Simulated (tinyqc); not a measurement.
A chain with a side-coupled site and dephasing by Buettiker voltage probes: two steps of the calculation.

Sites 1 to 2 form a chain with hopping -t, and site 3 hangs on site 2 by -ts. Lead L joins site 1 and lead R site 2, both semi-infinite chains with hopping -t and site energy 0. Every site carries a probe with self-energy -i Gamma_p/2 that draws no net current. Linear response at zero temperature: mu_L = 1, mu_R = 0 in units of the bias.

Constants: q = 1.602176634e-19 C, h = 6.62607015e-34 J s. Results are converted to the units shown.

Task 1. Probe potentials and effective transmission. No current into probe p: W mu = T_pL with W_pp = T_pL + T_pR + sum_q T_pq and W_pq = -T_pq. Then T_eff = T_RL + sum_p T_pR mu_p, and the resistance is (h/2q^2)/T_eff.

T_RL = 0.13178184

```
probe        T_pL        T_pR
1      0.33922283  0.02440416
2      0.02440416  0.03373432
3      0.34828654  0.48144287
```

T_pq:
```
             1            2            3
1  0.000000000  0.004519311  0.064497815
2  0.004519311  0.000000000  0.089156512
3  0.064497815  0.089156512  0.000000000
```

Wanted: W; mu_p; T_eff; resistance.

Result 1.

W:
```
          1         2         3
1   0.43264  -0.00452  -0.06450
2  -0.00452   0.15181  -0.08916
3  -0.06450  -0.08916   0.98338
```

mu_p, probe 1 to 3: [0.85605, 0.45123, 0.45123]
T_eff = 0.38514
resistance = 33.511 kohm

Task 2. Current at both leads. In units of (2 q^2/h) times the bias, T_RL + sum_p T_pL (1 - mu_p) leaves L and T_RL + sum_p T_pR mu_p enters R.

T_RL = 0.13178184

```
probe        T_pL        T_pR        mu_p
1      0.33922283  0.02440416  0.85605060
2      0.02440416  0.03373432  0.45122752
3      0.34828654  0.48144287  0.45122752
```

Find: current leaving L; current entering R.

Result 2.

current leaving L = 0.3851
current entering R = 0.3851

The two are equal: the probes conserve the current.

Program tinyqc, `OMP_NUM_THREADS=1 python tinyqc.py 2700035 2700036 out.jsonl`; Intel Xeon 2.30GHz, shared host, one thread, about 0.01 s.
